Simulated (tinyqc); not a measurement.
From results back to parameters: configuration-coordinate model of carrier capture at a defect. Two cases, with inputs chosen for the exercise.

Problem. For two parabolas of equal curvature the ionisation peak lies at ET + ER, the emission barrier is (ER + ET)^2/(4 ER), and the standard deviation of the band at T = 0 is sqrt(ER hw). The values come from hidden ET, ER and hw.

Find: ET, ER, hw; capture barrier.

Method. ER is the squared peak energy over four times the emission barrier; ET is the rest, hw = variance/ER, and the capture barrier is the emission barrier less ET.

Case 1.

ionisation peak = 1.4300 eV
emission barrier = 0.912902 eV
standard deviation at T = 0 = 0.162234 eV

Solution.

ET, ER, hw (eV): 0.870  0.560  0.047

capture barrier = 0.043 eV

Case 2.

ionisation peak = 1.1900 eV
emission barrier = 0.823314 eV
standard deviation at T = 0 = 0.145155 eV

Solution.

ET, ER, hw (eV): 0.760  0.430  0.049

capture barrier = 0.063 eV

Computed by tinyqc, one run a case: `OMP_NUM_THREADS=1 python tinyqc.py N N+1 out.jsonl` with N = 1452857, 1452873; one thread of a shared Intel(R) Xeon(R) Processor @ 2.30GHz, about 0.01 s a run at most.
